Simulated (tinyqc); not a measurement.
What each parameter does: localisation in a chain with random site energies (transfer matrices).

Hopping -t; leads with site energy 0, E = -2t cos(ka). psi_(j+1) = ((e_j - E)/t) psi_j - psi_(j-1), a product of matrices M_j = [[(e_j - E)/t, -1], [1, 0]]. For M = M_N ... M_1 the transmission is T = 4 sin^2(ka)/|M21 - M12 + M22 exp(ika) - M11 exp(-ika)|^2. Long samples draw e_j = W (x_j/2147483647 - 1/2) from x_j = 16807 x_(j-1) mod 2147483647, starting at x0. The localisation length xi, in sites, is defined by ln T = -2N/xi on average; weak disorder gives xi = 24 (4t^2 - E^2)/W^2, and the mean free path for backscattering is xi/2.

Numerical xi = N/ln sqrt(psi_(N+1)^2 + psi_N^2) for N = 20000 sites from psi_1 = 1, psi_0 = 0; its statistical error is about xi sqrt(xi/N).

Parameters, chosen for this exercise: t = 1.34 eV (hopping); E = -1.79 eV (energy); W = 3.57 eV (full width of the disorder); x0 = 8367 (start of the number sequence).

Numerical and weak-disorder xi.

One parameter was then changed.

Results before and after:
```
case     numerical xi (sites)  weak-disorder xi (sites)
base                     7.62                      7.49
changed                 11.30                     11.85
```

Which of these changes was made? (a) t = 1.541 eV; (b) E = -1.25 eV; (c) x0 = 8368; (d) W = 4.284 eV.
Answer: (a) t = 1.541 eV. Of the candidates, run in turn, only this one gives the changed row.

All candidates:
```
case          numerical xi (sites)  weak-disorder xi (sites)
base                          7.62                      7.49
t = 1.541 eV                 11.30                     11.85
E = -1.25 eV                  9.98                     10.58
W = 4.284 eV                  5.56                      5.20
x0 = 8368                     7.58                      7.49
```

A new x0 is another sample of the same disorder; its shift is one draw of the statistical scatter, about xi sqrt(xi/N); the other rows share one sample, so their errors are correlated.

(tinyqc, `OMP_NUM_THREADS=1 python tinyqc.py 1480188 1480189 out.jsonl`, Intel(R) Xeon(R) Processor @ 2.30GHz, 1 thread, shared host, about 0.06 s.)
